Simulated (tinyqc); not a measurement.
# Inverter chain driving a load

N inverters, each f = Hc^(1/N) times larger than the one before: delay tau N (f + pp). Switched capacitance in units of the first input, with output capacitance pp times the input: Hc + (1 + pp)(Hc - 1)/(f - 1).

Values chosen for this exercise:
- Hc = 500 (load over the input capacitance of the chain)
- pp = 0 (parasitic delay of an inverter)
- tau = 6.9 ps (delay unit)

Result of one run:

| f | delay (ps) | switched capacitance |
|---|---|---|
| 2.4298 | 117.36 | 849.00 |

Which number of stages N gave this result: 3, 5, 6 or 7?

N = 7.

The whole series:

| N | f | delay (ps) | switched capacitance |
|---|---|---|---|
| 3 | 7.9370 | 164.30 | 571.93 |
| 4 | 4.7287 | 130.51 | 633.83 |
| 5 | 3.4657 | 119.57 | 702.37 |
| 6 | 2.8173 | 116.63 | 774.59 |
| 7 | 2.4298 | 117.36 | 849.00 |
| 8 | 2.1746 | 120.04 | 924.84 |
| 9 | 1.9947 | 123.87 | 1001.6 |
| 10 | 1.8616 | 128.45 | 1079.1 |

The delay goes from 164 through a minimum of 117 (at N = 6 among the rows listed) to 128 ps. The best stage effort solves pp + rho (1 - ln rho) = 0, rho = 2.72, which gives N = ln Hc/ln rho = 6.21. One stage fewer than the best costs 2.5 % in delay and saves 9.3 % of the switched capacitance.

Numbers from tinyqc (`OMP_NUM_THREADS=1 python tinyqc.py 2082096 2082097 out.jsonl`; about 0.01 s on one thread of a shared Intel Xeon 2.30GHz).
